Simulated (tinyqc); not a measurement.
Metal gate on a two-layer dielectric stack with fixed charge and a dipole: one step of the calculation.

Gate, layer 2, layer 1, p-type semiconductor; x runs from the gate inwards. Charges are counted in units of +q. psi is the band bending at the surface, positive towards inversion. Classical charge, Boltzmann statistics, no interface traps.

Task. Equivalent thickness and work-function difference. EOT = 3.9 (t1/e1 + t2/e2), Cox = eps0/(t1/e1 + t2/e2); phi_ms = pM - (chi + Eg - Vt ln(Nv/Na)).

Inputs (values chosen for the exercise); band and dielectric values close to those of silicon, layer 1 close to silicon dioxide, layer 2 close to hafnium oxide: temperature T = 300 K; band gap Eg = 1.13 eV; valence-band density of states at T Nv = 2.64e19 cm^-3; electron affinity chi = 4.11 eV; acceptor density Na = 6.1e16 cm^-3; work function of the gate metal pM = 4.14 eV; thickness of layer 1, next to the semiconductor t1 = 1.9 nm; relative permittivity of layer 1 e1 = 3.79; thickness of layer 2, next to the gate t2 = 5.1 nm; relative permittivity of layer 2 e2 = 21.7.

Constants: q = 1.602176634e-19 C, kB = 1.380649e-23 J/K, Vt = kB T/q, eps0 = 8.8541878128e-14 F/cm where lengths are in cm. Results are converted to the units shown.

Give: EOT; Cox; share of layer 1 in the EOT; phi_ms.

Result.

EOT = 2.872 nm
Cox = 1.202 uF/cm^2
share of layer 1 in the EOT = 68.08 %
phi_ms = -0.9431 V

Computed by the program tinyqc: `OMP_NUM_THREADS=1 python tinyqc.py 2010151 2010152 out.jsonl`, one thread of a shared Intel Xeon 2.30GHz, about 0.01 s for the whole run.
